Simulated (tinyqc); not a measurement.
# Two channel transmissions from conductance and noise

Question. A contact has two spin-degenerate channels: G = (2 q^2/h)(T1 + T2), Fano factor F = [T1 (1 - T1) + T2 (1 - T2)]/(T1 + T2), T1 > T2. Find T1 and T2.

G in units of 2 q^2/h = 1.22
Fano factor = 0.37016393

Solution. With g = T1 + T2, T1^2 + T2^2 = g (1 - F), so (T1 - T2)^2 = 2 g (1 - F) - g^2.

T1 = 0.7200
T2 = 0.5000

Numbers from tinyqc (`OMP_NUM_THREADS=1 python tinyqc.py 2740128 2740129 out.jsonl`; about 0.07 s on one thread of a shared Intel Xeon 2.30GHz).
